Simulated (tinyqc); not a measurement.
Changing the recovery time t_r: bias-temperature instability from a Gaussian distribution of capture and emission barriers. Computed by tinyqc, a small Python program. Command: `OMP_NUM_THREADS=1 python tinyqc.py 3001009 3001010 out.jsonl bti sweep`. One thread of a shared host (Intel(R) Xeon(R) Processor @ 2.30GHz), about 0.02 s of CPU time with the checks.

Each trap has a capture time tau_0 exp(E_c/(k_B T)) under stress and an emission time tau_0 exp(E_e/(k_B T)) after it. E_c is Gaussian, and E_e = E_c + d with d Gaussian and independent. A trap counts as filled once t_s exceeds its capture time and as emptied once t_r exceeds its emission time.

Inputs (values chosen for the exercise, for a model p-channel transistor):
```
quantity                                      value        unit
shift with all traps filled V_max               130          mV
mean capture barrier at zero field mu_c        1.83          eV
spread of capture barriers sigma_c             0.35          eV
lowering of mu_c per field k_F                0.047  eV/(MV/cm)
oxide field F                                   4.4       MV/cm
mean of E_e - E_c at the stress field, delta  0.075          eV
spread of E_e - E_c, sigma_d                    0.3          eV
time constant tau_0                           2e-09           s
temperature T                                   125           C
stress time t_s                                1000           s
```

Constants: k_B = 8.617333262e-05 eV/K.

Method:
- Demarcation energies E_s = k_B T ln(t_s/tau_0), E_r = k_B T ln(t_r/tau_0); mean barrier mu = mu_c - k_F F; z = (E_s - mu)/sigma_c; Phi is the standard normal distribution.
- Temperatures in kelvin are T(C) + 273.15.
- Shift without recovery dV0 = V_max Phi(z); local time exponent n = d ln dV0/d ln t_s = (k_B T/sigma_c) exp(-z^2/2)/(sqrt(2 pi) Phi(z)); apparent activation energy n E_s.
- Remaining shift dV = V_max int_(-infinity)^(E_s) g(E_c) [1 - Phi((E_r - E_c - delta)/sigma_d)] dE_c, g the Gaussian density of E_c (Gauss-Legendre, 120 points over 7 sigma_c below E_s).

One run for each value:
```
recovery time t_r (s)  remaining shift dV (mV)  remaining share dV/dV0  E_r (eV)
1.00e-07                                 2.939                  0.9868     0.134
1.00e-05                                 2.862                  0.9609     0.292
1.00e-03                                 2.686                  0.9020     0.450
1.00e-01                                 2.360                  0.7925     0.608
1.00e+03                                 1.297                  0.4356     0.924
1.00e+05                                 0.759                  0.2549     1.082
```

Give the missing row, recovery time t_r (s) = 1.00e+01.

Computed row:
```
recovery time t_r (s)  remaining shift dV (mV)  remaining share dV/dV0  E_r (eV)
1.00e+01                                 1.874                  0.6291     0.766
```

Interpolating between the two neighbouring rows (the first column on a logarithmic scale, the others too where they are positive) misses most in remaining share dV/dV0, by 6.6 %. Over the rows, remaining shift dV (mV) falls from 2.94 to 0.759 (exponent d ln y / d ln x -0.0058 between the first rows and -0.12 between the last); remaining share dV/dV0 falls from 0.987 to 0.255 (exponent d ln y / d ln x -0.0058 between the first rows and -0.12 between the last); E_r (eV) rises from 0.134 to 1.08 (exponent d ln y / d ln x 0.17 between the first rows and 0.034 between the last). Each decade of t_r moves E_r by k_B T ln 10 through a broad distribution, so recovery spreads over many decades.
